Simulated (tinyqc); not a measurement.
Temperatures in a stack of 2 dies with leakage feedback: one step of the calculation.

One-dimensional heat flow to a sink below die 0. The power of each die is released in a plane at its top; from the plane of die j > 0 heat crosses its silicon (ts), a bond layer and the wiring of die j - 1; from die 0 it crosses t0, paste and sink. Copper shares the path through bond and wiring in parallel: k_eff = fm km + (1 - fm) k. Silicon is taken at the temperature of the plane above it. Leakage is P_l exp((T - 350 K)/Tl).

Question. Resistances per area at 300 K. R = thickness/conductivity for each layer.

Values chosen for this exercise; conductivities of the order met in silicon, wiring layers, bonds and pastes:
- k0 = 135 W/(m K) (conductivity of silicon at 300 K)
- ts = 100 um (thickness of a thinned die)
- t0 = 775 um (thickness of the die next to the sink)
- tb = 5 um (thickness of the wiring layers)
- kb = 2.3 W/(m K) (conductivity of the wiring layers)
- tg = 10 um (thickness of a bond layer)
- kg = 0.4 W/(m K) (conductivity of the bond dielectric)
- fm = 0.01 (area share of copper through bond and wiring)
- km = 390 W/(m K) (conductivity of copper)
- Rt = 0.18 K cm^2/W (paste and lid)
- Rs = 1.1 K cm^2/W (heat sink)

Find: thick die; thinned die; k_eff of the bond; k_eff of the wiring; bond plus wiring; paste plus sink.

Answer.

thick die = 0.05741 K cm^2/W
thinned die = 0.007407 K cm^2/W
k_eff of the bond = 4.296 W/(m K)
k_eff of the wiring = 6.177 W/(m K)
bond plus wiring = 0.03137 K cm^2/W
paste plus sink = 1.280 K cm^2/W

Program tinyqc, `OMP_NUM_THREADS=1 python tinyqc.py 2162248 2162249 out.jsonl`; Intel Xeon 2.30GHz, shared host, one thread, about 0.1 s.
